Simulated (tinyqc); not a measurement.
Access strength from the read disturbance.

Inverse problem. Transistor (EKV form, voltages against the body): I = 2 n b Vt^2 [F(vp - Vs) - F(vp - Vd)] from drain to source, F(v) = ln^2(1 + exp(v/(2 Vt))), vp = (Vg - VT + sg |Vd - Vs|)/n. n-channel bodies are at 0; for the p-channel device all voltages are counted down from Vdd. b in uA/V^2 gives I in uA. In an SRAM read the low node Q obeys In(gate QB, drain Q) = Ip(gate QB, drain Q) + Ia, where the access transistor (threshold VTn) has its gate and drain at Vdd and its source at Q. Find Ia, ba and the cell ratio bn/ba.

Parameters, values chosen for the exercise: temperature T = 325 K; supply voltage Vdd = 0.6 V; slope factor n = 1.17; drain-induced barrier lowering sg = 0.056; n-channel threshold VTn = 0.33 V; p-channel threshold (magnitude) VTp = 0.34 V; gain factor of the pull-down transistor bn = 400 uA/V^2; gain factor of the pull-up transistor bp = 140 uA/V^2.

Constants: q = 1.602176634e-19 C, kB = 1.380649e-23 J/K, Vt = kB T/q. Results are converted to the units shown.

Q and QB in the read (V): 0.081892930  0.59995759

Solution. The node equation gives Ia, which is proportional to ba.

Ia = 7.26 uA
ba = 400 uA/V^2
cell ratio = 1.00

Numbers from tinyqc (`OMP_NUM_THREADS=1 python tinyqc.py 2340070 2340071 out.jsonl`; about 0.1 s on one thread of a shared Intel Xeon 2.30GHz).
